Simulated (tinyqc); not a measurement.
# Biaxially strained (001) channel, valley splitting in an inversion layer: what changes with what

A thin layer grown on a relaxed buffer is stretched in the plane. The two valleys with their long axis along the growth direction (D2) sink against the four in-plane ones (D4); confinement in a triangular well splits them too. Only the lowest subband of each set is kept; one relaxation time, so the weakening of intervalley scattering is left out.

Values chosen for this exercise; values close to those of silicon on relaxed silicon-germanium: temperature T = 325 K; germanium share of the relaxed buffer x = 0.15; lattice mismatch per unit x b1 = 0.0418; elastic constant c11 = 171 GPa; elastic constant c12 = 65 GPa; shear deformation potential Xu = 8.89 eV; longitudinal mass ml = 0.889 m0; transverse mass mt = 0.186 m0; confining field F = 0.41 MV/cm; inversion density Ns = 5.4e12 cm^-2.

Constants: q = 1.602176634e-19 C, kB = 1.380649e-23 J/K, hbar = 1.054571817e-34 J s, m0 = 9.1093837015e-31 kg, Vt = kB T/q, hbar^2/(2 m0) = 0.0380998212 eV nm^2. Results are converted to the units shown.

Each table varies one quantity; the others keep the values above.

## Effect of the confining field

e_par = b1 x, e_perp = -2 (c12/c11) e_par, splitting D = Xu (e_par - e_perp), in-plane stress (c11 + c12 - 2 c12^2/c11) e_par. Levels E(m) = 2.33811 (hbar^2 q^2 F^2/(2 m))^(1/3): E2 = E(ml), E4 = E(mt) + D; N2 = 2 mt kB T/(pi hbar^2), N4 = 4 sqrt(mt ml) kB T/(pi hbar^2). EF solves Ns = N2 ln(1 + exp((EF - E2)/Vt)) + N4 ln(1 + exp((EF - E4)/Vt)); f2 is the share in D2, and 1/mc = f2/mt + (1 - f2)(1/mt + 1/ml)/2. The gain is mc(x = 0)/mc.

The same in every row: D (meV) = 98.116.

Effect of the confining field:
```
F (MV/cm)  f2 without strain       f2  mc (m0)    gain
0.1                  0.33866  0.91288  0.19264  1.3074
0.3                  0.54152  0.96464  0.18864  1.2043
0.5                  0.69441  0.98326  0.18724  1.1299
0.7                  0.80369  0.99141  0.18663  1.0805
0.9                  0.87709  0.99534  0.18634  1.0491
1.1                  0.92406  0.99737  0.18619  1.0299
1.3                  0.95321  0.99846  0.18611  1.0182
1.5                  0.97103  0.99908  0.18607  1.0112
```

As F goes from 0.1 to 1.5 MV/cm, f2 rises from 0.913 to 0.999 (without strain: it rises from 0.339 to 0.971) and the gain falls from 1.31 to 1.01. Strong confinement already empties D4, so strain has less to move. For F = 0.1 to 0.3 MV/cm the second D2 subband, left out here, lies within 2 Vt of EF or below it.

## Effect of the inversion density

Same model as above.

The same in every row: D (meV) = 98.12.

Effect of the inversion density:
```
Ns (cm^-2)  f2 without strain      f2  mc (m0)   gain
2e11                   0.7084  0.9877   0.1869  1.125
3.9e11                 0.7055  0.9874   0.1869  1.126
7.5e11                 0.7000  0.9869   0.1870  1.129
1.4e12                 0.6901  0.9858   0.1870  1.133
2.8e12                 0.6691  0.9833   0.1872  1.143
5.4e12                 0.6314  0.9769   0.1877  1.160
1e13                   0.5718  0.9578   0.1892  1.184
2e13                   0.4761  0.8685   0.1962  1.196
```

What does the table show?

As Ns goes from 2e11 to 2e13 cm^-2, f2 falls from 0.988 to 0.868 (without strain: it falls from 0.708 to 0.476) and the gain rises from 1.12 to 1.20. For Ns = 5.4e12 to 2e13 cm^-2 the second D2 subband, left out here, lies within 2 Vt of EF or below it.

Program tinyqc, `OMP_NUM_THREADS=1 python tinyqc.py 2530076 2530077 out.jsonl`; Intel Xeon 2.30GHz, shared host, one thread, about 0.03 s.
